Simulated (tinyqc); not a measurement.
# Bandgap voltage reference from two bipolar transistors: effect of the temperature coefficient of both resistors

Two transistors of area 1 and N carry the same current I. Is(T) = Is (T/T0)^eta exp[(Vg0 q/kB)(1/T0 - 1/T)], VBE1 = Vt ln(I/Is(T)) + I rb, VBE2 = Vt ln(I/(N Is(T))) + I rb/N. The amplifier forces I R1(T) = VBE1 - VBE2 + Vos, with R(T) = R (1 + tc (T - T0)) for both resistors, and the output is Vref = VBE1 + I R2(T). Base currents and the Early effect are neglected.

Vt = kB T/q; I = (Vt ln N + Vos)/(R1(T) - rb (1 - 1/N)). Box coefficient: span of Vref between 233 and 398 K over its average over T and over 165 K. The last column is the R2 that gives zero slope at T0.

Values chosen for this exercise; values of the order met in silicon bipolar transistors:

| symbol | value | unit | meaning |
|---|---|---|---|
| T0 | 300 | K | reference temperature |
| Vg0 | 1.153 | V | band-gap voltage extrapolated to 0 K |
| eta | 3.1 |  | temperature exponent of the saturation current |
| Is | 4.1e-18 | A | saturation current of the unit transistor at T0 |
| N | 24 |  | area ratio of the second transistor |
| R1 | 10 | kohm | resistor across which the difference of VBE falls, at T0 |
| Vos | 0 | mV | offset of the amplifier |
| rb | 15 | ohm | series resistance of the unit transistor |
| R2 | 59.44 | kohm | output resistor at T0 |

Constants: q = 1.602176634e-19 C, kB = 1.380649e-23 J/K. Results are converted to the units shown.

Effect of the temperature coefficient of both resistors:
```
tc (ppm/K)  I at T0 (uA)  Vref at T0 (V)  slope at T0 (uV/K)  box coefficient (ppm/K)  R2 for zero slope (kohm)
-2000              8.228           1.222               100.8                    84.38                     55.77
-1000              8.228           1.222               74.10                    57.86                     56.74
0                  8.228           1.222               47.38                    33.13                     57.71
1000               8.228           1.222               20.66                    17.34                     58.69
2000               8.228           1.222              -6.053                    21.50                     59.66
3000               8.228           1.222              -32.77                    38.06                     60.64
```

As tc goes from -2000 to 3000, Vref stays at 1.222 V and the box coefficient goes from 84.4 through a minimum of 17.3 (at tc = 1000 among the rows listed) to 38.1 ppm/K.

tinyqc, about 0.03 s, one thread, Intel Xeon 2.30GHz (shared host): `OMP_NUM_THREADS=1 python tinyqc.py 2062009 2062010 out.jsonl`
